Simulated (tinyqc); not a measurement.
## Junction parameters from two forward currents

Inverse problem. D(v) = J1 (exp(v/Vt) - 1) + J2 (exp(v/(2 Vt)) - 1). Find J1, J2 and the voltage 2 Vt ln(J2/J1) near which both parts are equal.

Parameters, values chosen for the exercise: temperature T = 358 K.

Constants: q = 1.602176634e-19 C, kB = 1.380649e-23 J/K, Vt = kB T/q. Results are converted to the units shown.

junction voltages (V): [0.25, 0.65]
currents (uA/um): [5.6576863e-7, 6.8708564e-4]

Solution. The current is linear in J1 and J2, so two points give two equations.

J1 = 2.20e-13 uA/um
J2 = 1.00e-8 uA/um
crossover = 0.662 V

Numbers from tinyqc (`OMP_NUM_THREADS=1 python tinyqc.py 2182146 2182147 out.jsonl`; about 0.2 s on one thread of a shared Intel Xeon 2.30GHz).
